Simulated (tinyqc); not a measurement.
CCSD on RHF in the 3-21g basis, for H2, spin multiplicity 1, step by step. Computed by tinyqc, a small Python program that keeps every step (integrals from PySCF). Settings: charge = 0, multiplicity = 1, basis = 3-21g, method = RHF, energy threshold = 1e-10, iteration cap = 54, orthogonalisation = canonical, start = core, DIIS depth = 6, amplitude equations = CCSD, DIIS depth for amplitudes = 0, cap on updates = 67. Command: `OMP_NUM_THREADS=1 python tinyqc.py 31768 31769 out.jsonl` (the two numbers bound the seeds that draw the settings). One thread of a shared host (Intel(R) Xeon(R) Processor @ 2.60GHz), about 0.2 s of CPU time with the checks. The early iterations of the SCF are left out here.

## One-electron integrals

Geometry (angstrom):
```
atom         x         y         z
H     0.000000  0.000000  0.000000
H     0.000000  0.000000  1.007000
```

Basis 3-21g: exponents (1/bohr^2) and contraction coefficients of normalised primitives:
```
element  l (shell)  exponent  coefficient
H            s (1)  5.447178     0.156285
H            s (1)  0.824547     0.904691
H            s (2)  0.183192     1.000000
```

Overlap, kinetic and nuclear-attraction integrals over the contracted functions; the nuclear repulsion is the sum of Za Zb / Rab.

nuclear repulsion = 0.52549872 hartree

overlap S, lower triangle:
```
          1H 1s     1H 2s     2H 1s     2H 2s
1H 1s  1.000000
1H 2s  0.645899  1.000000
2H 1s  0.195667  0.373539  1.000000
2H 2s  0.373539  0.717709  0.645899  1.000000
```

kinetic energy T (hartree), lower triangle:
```
           1H 1s     1H 2s     2H 1s     2H 2s
1H 1s   1.549405
1H 2s   0.293152  0.274788
2H 1s  -0.017383  0.107488  1.549405
2H 2s   0.107488  0.153608  0.293152  0.274788
```

nuclear attraction V (hartree), lower triangle:
```
           1H 1s      1H 2s      2H 1s      2H 2s
1H 1s  -2.246181
1H 2s  -1.119859  -1.154208
2H 1s  -0.390554  -0.665991  -2.246181
2H 2s  -0.665991  -0.881987  -1.119859  -1.154208
```

core Hamiltonian H = T + V (hartree), lower triangle:
```
           1H 1s      1H 2s      2H 1s      2H 2s
1H 1s  -0.696776
1H 2s  -0.826707  -0.879420
2H 1s  -0.407936  -0.558503  -0.696776
2H 2s  -0.558503  -0.728379  -0.826707  -0.879420
```

## Two-electron integrals

Functions are numbered as in S; the eight-fold symmetry (ij|kl) = (ji|kl) = (kl|ij) leaves the list below.

Two-electron integrals (ij|kl) in chemists' order, unique and non-zero (hartree):
```
(11|11) 1.140145   (21|11) 0.611403   (21|21) 0.345152   (22|11) 0.626370
(22|21) 0.380329   (22|22) 0.482957   (31|11) 0.165532   (31|21) 0.096307
(31|22) 0.110959   (31|31) 0.039424   (32|11) 0.221245   (32|21) 0.136885
(32|22) 0.178955   (32|31) 0.061229   (32|32) 0.114799   (33|11) 0.520070
(33|21) 0.329915   (33|22) 0.454260   (33|31) 0.165532   (33|32) 0.344053
(33|33) 1.140145   (41|11) 0.344053   (41|21) 0.195434   (41|22) 0.217605
(41|31) 0.061229   (41|32) 0.089301   (41|33) 0.221245   (41|41) 0.114799
(42|11) 0.410946   (42|21) 0.252056   (42|22) 0.328378   (42|31) 0.086847
(42|32) 0.152308   (42|33) 0.410946   (42|41) 0.152308   (42|42) 0.248774
(43|11) 0.329915   (43|21) 0.207885   (43|22) 0.284931   (43|31) 0.096307
(43|32) 0.195434   (43|33) 0.611403   (43|41) 0.136885   (43|42) 0.252056
(43|43) 0.345152   (44|11) 0.454260   (44|21) 0.284931   (44|22) 0.394449
(44|31) 0.110959   (44|32) 0.217605   (44|33) 0.626370   (44|41) 0.178955
(44|42) 0.328378   (44|43) 0.380329   (44|44) 0.482957
```

## Orthogonalisation

S = U s U^T; canonical form X = U s^(-1/2), so that X^T S X = 1. Each column of U has its largest component positive (the first on a tie).

eigenvalues of S: 0.166069  0.404364  0.920555  2.509012

X:
```
               1          2          3         4
1H 1s  -0.681018   0.878412   0.677852  0.273725
1H 2s   1.595935  -0.681836   0.289253  0.352641
2H 1s   0.681018   0.878412  -0.677852  0.273725
2H 2s  -1.595935  -0.681836  -0.289253  0.352641
```

## Iteration 8 (converged): orbitals

converged F (hartree), lower triangle:
```
           1H 1s      1H 2s      2H 1s      2H 2s
1H 1s   0.216575
1H 2s  -0.420186  -0.316020
2H 1s  -0.396773  -0.411359   0.216575
2H 2s  -0.411359  -0.376198  -0.420186  -0.316020
```

Diagonalise F' = X^T F X, C = X C', fill 1 alpha and 1 beta electrons from the bottom; D = 2 C_occ C_occ^T. Each column has its largest component positive (the first on a tie).

F' = X^T F X (hartree), lower triangle:
```
           1         2         3          4
1   0.913850
2   0.000000  1.070450
3  -0.526341  0.000000  0.566793
4   0.000000  0.041451  0.000000  -0.520232
```

orbital energies (hartree): MO1 -0.521312, MO2 0.186113, MO3 1.071529, MO4 1.294529

coefficients C:
```
            MO1        MO2        MO3        MO4
1H 1s  0.250766   0.150146   0.885240  -0.949065
1H 2s  0.370271   1.169661  -0.672425   1.123642
2H 1s  0.250766  -0.150146   0.885240   0.949065
2H 2s  0.370271  -1.169661  -0.672425  -1.123642
```

D after iteration 8, lower triangle:
```
          1H 1s     1H 2s     2H 1s     2H 2s
1H 1s  0.125767
1H 2s  0.185703  0.274202
2H 1s  0.125767  0.185703  0.125767
2H 2s  0.185703  0.274202  0.185703  0.274202
```

## Convergence

Stop when the energy changes by less than 1e-10 hartree and every element of the error matrix X^T (F D S - S D F) X is below 3e-06.

Course of the cycle:
```
iteration  E (hartree)     change  largest element of the error matrix
1          -1.05952335          -                             2.85e-01
2          -1.08937442  -2.99e-02                             4.38e-02
3          -1.09008624  -7.12e-04                             4.64e-05
4          -1.09008624  -6.63e-10                             1.91e-05
5          -1.09008624  -8.15e-11                             1.20e-05
6          -1.09008624  -2.50e-11                             8.76e-06
7          -1.09008624  -1.08e-11                             6.90e-06
8          -1.09008624  -1.76e-11                             1.73e-09
```

PySCF RHF in the same basis = -1.09008624 hartree

Converged in 8 iterations.

## Integrals over molecular orbitals

(pq|rs) = sum C_ip C_jq C_kr C_ls (ij|kl), one index at a time.

one-electron integrals over orbitals h = C^T H C (hartree), lower triangle:
```
           1          2         3         4
1  -1.094273
2   0.000000  -0.614710
3  -0.130780   0.000000  0.112861
4   0.000000   0.190261  0.000000  0.242335
```

Two-electron integrals over orbitals (pq|rs), unique and non-zero (hartree):
```
(11|11) 0.572962    (21|21) 0.115205    (22|11) 0.458014    (22|22) 0.422605
(31|11) 0.130780    (31|22) 0.072050    (31|31) 0.094882    (32|21) 0.015290
(32|32) 0.039706    (33|11) 0.526775    (33|22) 0.428850    (33|31) 0.125541
(33|33) 0.510105    (41|21) -0.079314   (41|32) -0.052955   (41|41) 0.105723
(42|11) -0.134788   (42|22) -0.074697   (42|31) -0.082333   (42|33) -0.126075
(42|42) 0.083883    (43|21) -0.129564   (43|32) -0.045778   (43|41) 0.126869
(43|43) 0.188916    (44|11) 0.578959    (44|22) 0.469863    (44|31) 0.170962
(44|33) 0.562205    (44|42) -0.163683   (44|44) 0.646730
```

## CCSD: starting amplitudes

t_ij^ab = <ij||ab> / (e_i + e_j - e_a - e_b), whose energy is MP2.

Starting amplitudes (spin orbitals 1a, 1b, ...; amplitudes related by a flip of all spins are not repeated):
```
from      to          t
1a 1b  2a 2b  -0.081426
1a 1b  2a 4b   0.031433
1a 1b  3a 3b  -0.029784
1a 1b  4a 4b  -0.029111
```

correlation energy = -0.02027054 hartree

## CCSD: amplitude update 1

t_i^a D_i^a and t_ij^ab D_ij^ab are set to the remaining terms of the spin-orbital equations, evaluated with the old amplitudes; for the doubles these are <ij||ab> + 1/2 <ab||ef> t_ij^ef + 1/2 <mn||ij> t_mn^ab + P(ij)P(ab) <mb||ej> t_im^ae + terms in t^2 + terms with t1, D the orbital-energy denominators.

Amplitudes after update 1 (spin orbitals 1a, 1b, ...; amplitudes related by a flip of all spins are not repeated):
```
from      to          t
1a 1b  2a 2b  -0.117712
1a 1b  2a 4b   0.043724
1a 1b  3a 3b  -0.033750
1a 1b  4a 4b  -0.033070
1a        3a   0.006604
```

correlation energy = -0.02719138 hartree

## CCSD: amplitude update 2

As before.

Amplitudes after update 2 (spin orbitals 1a, 1b, ...; amplitudes related by a flip of all spins are not repeated):
```
from      to          t
1a 1b  2a 2b  -0.133967
1a 1b  2a 4b   0.049154
1a 1b  3a 3b  -0.033682
1a 1b  4a 4b  -0.033549
1a        3a   0.009948
```

correlation energy = -0.02996416 hartree

## CCSD: convergence

E_corr = 1/4 sum <ij||ab> t_ij^ab + 1/2 sum <ij||ab> t_i^a t_j^b; stop when the norm of the change is below 1e-8.

Course of the amplitude iterations:
```
update  correlation energy (hartree)  norm of the change
0                        -0.02027054                   -
1                        -0.02719138            8.18e-02
2                        -0.02996416            3.63e-02
3                        -0.03115680            1.63e-02
4                        -0.03168346            7.37e-03
5                        -0.03191844            3.33e-03
6                        -0.03202375            1.50e-03
7                        -0.03207106            6.75e-04
8                        -0.03209233            3.04e-04
9                        -0.03210190            1.37e-04
10                       -0.03210621            6.17e-05
11                       -0.03210815            2.78e-05
12                       -0.03210902            1.25e-05
13                       -0.03210941            5.63e-06
14                       -0.03210959            2.53e-06
15                       -0.03210967            1.14e-06
16                       -0.03210971            5.14e-07
17                       -0.03210972            2.31e-07
18                       -0.03210973            1.04e-07
19                       -0.03210973            4.69e-08
20                       -0.03210974            2.11e-08
21                       -0.03210974            9.51e-09
```

Converged amplitudes (spin orbitals 1a, 1b, ...; amplitudes related by a flip of all spins are not repeated):
```
from      to          t
1a 1b  2a 2b  -0.147306
1a 1b  2a 4b   0.053591
1a 1b  4a 4b  -0.033549
1a 1b  3a 3b  -0.032737
1a        3a   0.012516
```

CCSD total energy = -1.12219598 hartree

T1 diagnostic, norm of the one-spin t1 over sqrt(correlated electrons) = 0.008850

Converged in 21 updates.
